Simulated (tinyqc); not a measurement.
Barrier thickness: exchange-split free-electron bands and tunnelling magnetoresistance.

Majority and minority bands E = c k^2/m -/+ Dx/2, c = hbar^2/2m0, so k_up = sqrt(m (EF + Dx/2)/c), k_dn = sqrt(m (EF - Dx/2)/c); n_s = k_s^3/(6 pi^2), D_s = m k_s/(4 pi^2 c).

Barrier: kappa = sqrt(mb phi/c), c = hbar^2/2m0. With a = k1/m, b = k2/m, w = kappa/mb, the transmission at normal incidence is T(k1, k2) = 4 a b w^2/[w^2 (a + b)^2 + (w^2 + a^2)(w^2 + b^2) sinh^2(kappa d)]. Parallel: G_P = T(up, up) + T(dn, dn); antiparallel: G_AP = 2 T(up, dn); TMR = (G_P - G_AP)/G_AP. Julliere: TMR = 2 P^2/(1 - P^2). Slonczewski factor: P_eff = P_k (w^2 - a_up a_dn)/(w^2 + a_up a_dn), P_k = (k_up - k_dn)/(k_up + k_dn).

Constants: hbar^2/2m0 = 3.80998211 eV angstrom^2.

Values chosen for the exercise: EF = 4.61 eV (Fermi energy above the mean band bottom); Dx = 3.01 eV (exchange splitting); m = 1.1 m0 (mass in the electrodes); phi = 2.71 eV (barrier height above EF); mb = 0.99 m0 (mass in the barrier).

Results:
```
d (angstrom),kappa d,G_P,G_AP,TMR (%)
1,0.839,1.03,1.01,1.49
2,1.678,0.247,0.246,0.48
3,2.517,0.0485,0.0484,0.25
4,3.357,0.00913,0.00912,0.20
6,5.035,0.000319,0.000318,0.19
8,6.713,1.11e-05,1.11e-05,0.19
10,8.392,3.88e-07,3.87e-07,0.19
13,10.909,2.52e-09,2.52e-09,0.19
16,13.426,1.64e-11,1.64e-11,0.19
20,16.783,1.99e-14,1.99e-14,0.19
```

For thick barriers each angstrom costs a factor exp(2 kappa) = 5.36 in both conductances, and TMR settles at 0.19 % (the interface factor, which vanishes at (kappa/mb)^2 = k_up k_dn/m^2, reduces it below the value from the polarisation of k alone); it is within 0.1 point of that from d = 3 angstrom on. At 1 angstrom it is 1.49 %, where the barrier is thin and the mismatch of k_up and k_dn starts to rule, as it does fully for d -> 0.

tinyqc: `OMP_NUM_THREADS=1 python tinyqc.py 1652325 1652326 out.jsonl`; about 0.01 s, one thread, shared Intel(R) Xeon(R) Processor @ 2.30GHz.
